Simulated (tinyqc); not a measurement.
Admittance spectroscopy of a deep trap: one step of the calculation.

Schottky contact on an n-type layer with shallow donors Nd (all ionised) and a donor-like deep trap, neutral when filled and positive when empty; depletion approximation. Traps within lam of the depletion edge stay filled. The traps at xt = W - lam, where the level crosses the Fermi level, follow a slow signal and not a fast one. w = 2 pi f.

Problem. Admittance at the signal frequency. Emission rate en = sn vth(T) Nc(T) exp(-Et/kB T) = sn g T^2 exp(-Et/kB T), g = vth Nc/(300 K)^2, as vth goes as T^0.5 and Nc as T^1.5 (degeneracy factor 1). Inflection frequency w0 = 2 en [1 + Nt xt/(Nd W)]; C = C_HF + (C_LF - C_HF)/(1 + (w/w0)^2), G/w = (C_LF - C_HF)(w/w0)/(1 + (w/w0)^2).

Parameters, values chosen for the exercise; material values those of a made-up semiconductor: conduction-band density of states at 300 K Nc = 2.67e19 cm^-3; thermal velocity at 300 K vth = 2.1e7 cm/s; shallow donor density Nd = 1.9e16 cm^-3; depth of the trap below the conduction edge Et = 0.27 eV; capture cross-section sn = 1.4e-15 cm^2; trap density Nt = 5.7e15 cm^-3; signal frequency f = 1000 Hz; temperature T = 178 K.

Constants: q = 1.602176634e-19 C, kB = 1.380649e-23 J/K. Results are converted to the units shown.

W = 276.44718 nm
xt = 178.16418 nm
C_HF = 31.131700 nF/cm^2
C_LF = 33.914134 nF/cm^2

Give: en; w0/(2 pi); C; G/w.

Solution.

en = 6264 1/s
w0/(2 pi) = 2379 Hz
C = 33.50 nF/cm^2
G/w = 0.9938 nF/cm^2

The signal is slower than the trap, which mostly follows it.

tinyqc, about 0.01 s, one thread, Intel Xeon 2.30GHz (shared host): `OMP_NUM_THREADS=1 python tinyqc.py 2050114 2050115 out.jsonl`
